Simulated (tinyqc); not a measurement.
# Gap voltage and exponent from three temperatures

Inverse problem. At constant current VBE(T) = Vg0 - a T - eta (kB T/q) ln T, where a is a constant. Find Vg0, eta and dVBE/dT at the middle temperature.

Constants: q = 1.602176634e-19 C, kB = 1.380649e-23 J/K. Results are converted to the units shown.

T (K): [233, 273, 300]
VBE at a constant current (V): [0.7644012680, 0.6749713791, 0.6135299233]

Answer. The relation is linear in Vg0, a and eta, so three points give a linear system; the slope is (VBE - Vg0 - eta kB T/q)/T. eta rests on the curvature of VBE(T) alone, so real fits need accuracy of some tens of microvolts or better.

Vg0 = 1.21 V
eta = 3.70
dVBE/dT = -2.26 mV/K

Numbers from tinyqc (`OMP_NUM_THREADS=1 python tinyqc.py 2062101 2062102 out.jsonl`; about 0.02 s on one thread of a shared Intel Xeon 2.30GHz).
